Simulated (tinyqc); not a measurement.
## One-dimensional ballistic tunnel FET, two-band WKB: effect of temperature

A p-type source for x < 0 with its Fermi level at 0 and its valence edge at ds; in the channel the bands fall as D exp(-x/lam) towards their flat values, with the conduction edge at Ec = ds - dP and D = dP + Eg. The gate moves dP one to one. The drain Fermi level lies at -Vd and the drain side reflects nothing. For w = E - Ec between 0 and dP an electron crosses the gap. Two-band dispersion with equal masses m: inside the gap kappa = sqrt(m u (1 - u/Eg)/C), u the distance from a band edge, C = hbar^2/(2 m0).

S(w) = 2 lam int_0^Eg kappa(u) du/(w + Eg - u) = 2 pi lam sqrt(m/(C Eg)) [w + Eg/2 - sqrt(w (w + Eg))], T(w) = exp(-S). I = g (2 q^2/h) int_0^dP T(w) [f(E) - f(E + Vd)] dw, E = ds - dP + w, f(x) = 1/(1 + exp(x/Vt)). Swing = d(dP)/d(log10 I).

Parameters, values chosen for the exercise; band and dielectric values close to those of germanium: band gap Eg = 0.653 eV; band-edge mass of the two-band model m = 0.041 m0; screening length of the source junction lam = 3.2 nm; source valence edge above the source Fermi level ds = 0.1 eV; drain bias Vd = 0.2 V; number of degenerate subbands (spin apart) g = 1; tunnelling window Ev(source) - Ec(channel) dP = 0.35 eV.

Constants: q = 1.602176634e-19 C, kB = 1.380649e-23 J/K, hbar = 1.054571817e-34 J s, h = 6.62607015e-34 J s, m0 = 9.1093837015e-31 kg, Vt = kB T/q, hbar^2/(2 m0) = 0.0380998212 eV nm^2. Results are converted to the units shown.

Results:
```
T (K)	I (uA)	swing (mV/decade)	Vt ln 10 (mV/decade)
77	0.5749	261.5	15.28
150	0.5780	264.3	29.76
200	0.5811	267.2	39.68
250	0.5841	270.7	49.61
300	0.5863	274.5	59.53
400	0.5870	282.3	79.37
```

Estimate the missing row, T = 350 K.

Computed row:
```
T (K)	I (uA)	swing (mV/decade)	Vt ln 10 (mV/decade)
350	0.5874	278.4	69.45
```

With this row back in the table: I goes from 0.5749 through a maximum of 0.5874 (at T = 350 K among the rows listed) to 0.5870 uA, and the swing rises from 261 to 282 mV/decade, while the thermionic limit rises from 15.3 to 79.4 mV/decade. Gap and mass are held fixed.

Range of the model: The two-band model describes a direct gap; phonon-assisted tunnelling across an indirect gap is left out.

Numbers from tinyqc (`OMP_NUM_THREADS=1 python tinyqc.py 2620149 2620150 out.jsonl`; about 0.02 s on one thread of a shared Intel Xeon 2.30GHz).
